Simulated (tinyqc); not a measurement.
Full result against the linear law: strain, valley repopulation and piezoresistance in a many-valley conduction band. Computed by tinyqc, a small Python program. Command: `OMP_NUM_THREADS=1 python tinyqc.py 3023676 3023677 out.jsonl valleys walk`. One thread of a shared host (Intel(R) Xeon(R) Processor @ 2.30GHz), about 0.03 s of CPU time with the checks.

Valleys are ellipsoids with mass m_l along the axis a and m_t across it, parabolic, with one constant relaxation time; strain shifts the valleys and leaves the masses alone. Currents are taken along [100], in the plane, and along [001], across the plane.

Inputs (values chosen for the exercise, modelled on silicon):
```
quantity                               value    unit
longitudinal mass m_l                  0.911     m_0
transverse mass m_t                    0.194     m_0
shear deformation potential Xi_u        9.11      eV
dilation deformation potential Xi_d      1.1      eV
C11                                      167     GPa
C12                                     64.1     GPa
C44                                     79.5     GPa
electron density n                   4.9e+19  1/cm^3
relaxation time tau                      100      fs
temperature T                            500       K
```

Valley axes: <100> (6 valleys in 3 pairs). Load: biaxial in the (001) plane.

Constants: k_B = 8.617333262e-05 eV/K; m_0 = 9.1093837015e-31 kg; k_B = 1.380649e-23 J/K; hbar = 1.054571817e-34 J s; e = 1.602176634e-19 C.

Method:
- Each of the 6 valleys holds n_v = N_v (2/sqrt(pi)) F_1/2((E_F - dE_v)/(k_B T)), N_v = 2 (m_d k_B T/(2 pi hbar^2))^(3/2), m_d = (m_l m_t^2)^(1/3); E_F solves sum n_v = n and is counted from the unstrained edge.
- F_j(eta) = int_0^infinity x^j/(1 + exp(x - eta)) dx, without a gamma-function factor. It is evaluated after integrating by parts.
- Integrals over x = E/(k_B T) use 160 Gauss-Legendre points in u = sqrt(x) from 0 to sqrt(max(eta, 0) + 32).
- With eta_0 the reduced Fermi level without strain, r = F_-1/2(eta_0)/(2 F_1/2(eta_0)) (1 for a classical gas) and c = r (Xi_u/k_B T) (m_l - m_t)/(2 m_l + m_t): pi11 = -(2/3) c (S11 - S12), pi12 = -pi11/2, pi44 = 0, with S11 - S12 = 1/(C11 - C12).
- Compliances S11 = (C11 + C12)/((C11 - C12)(C11 + 2 C12)), S12 = -C12/((C11 - C12)(C11 + 2 C12)), S44 = 1/C44; stress sigma_xx = sigma_yy = X, all else 0; e_xx = S11 sigma_xx + S12 (sigma_yy + sigma_zz), e_xy = S44 sigma_xy/2 (tensor strain).
- Herring-Vogt shift of a valley with unit axis a: dE = Xi_d tr(e) + Xi_u a.e.a.
- Mobility tensor mu = e tau sum_v (n_v/n) [1/m_t + (1/m_l - 1/m_t) a a^T]; unstrained mu_0 = e tau (1/m_l + 2/m_t)/3; resistivity along d from the inverse tensor, rho_d = d.mu^-1.d/(n e), mobility along d = 1/(d.mu^-1.d); gauge pi_d = (rho_d/rho_0 - 1)/X.
- Linear theory: pi = pi11 + pi12 in the plane and 2 pi12 across it.

pi11 = -37.9896 1e-11/Pa

pi12 = 18.9948 1e-11/Pa

Resistance changes (%); at 2000 MPa the strain is near or above 1 %, where band warping, left out here, matters:
```
X (MPa)  splitting (meV)  largest share  first direction   linear  second direction   linear
-2000             177.07        0.49389           20.672   37.990            -25.52  -75.979
-1000              88.53        0.45940           15.541   18.995            -21.20  -37.990
-400               35.41        0.39725            7.319    7.598            -12.00  -15.196
-150               13.28        0.35912            2.829    2.849             -5.22   -5.698
-50                 4.43        0.34214            0.948    0.950             -1.84   -1.899
50                  4.43        0.35132           -0.950   -0.950              1.96    1.899
150                13.28        0.38825           -2.846   -2.849              6.22    5.698
400                35.41        0.48433           -7.455   -7.598             19.21   15.196
1000               88.53        0.70842          -16.674  -18.995             66.72   37.990
2000              177.07        0.93458          -24.286  -37.990            178.95   75.979
```

Along the first direction the linear law holds within 10 % for 6 of the 10 stresses, at -400, -150, -50.0, 50.0, 150, 400 MPa. At the largest compression the full change is +20.7 % against the linear +38.0 %, at the largest tension -24.3 % against -38.0 %: once the splitting is comparable with k_B T (or E_F) the populations no longer follow it linearly, and the change must saturate when the upper valleys are empty.

Extremes, crossings and ranges named in words are read from the listed rows.
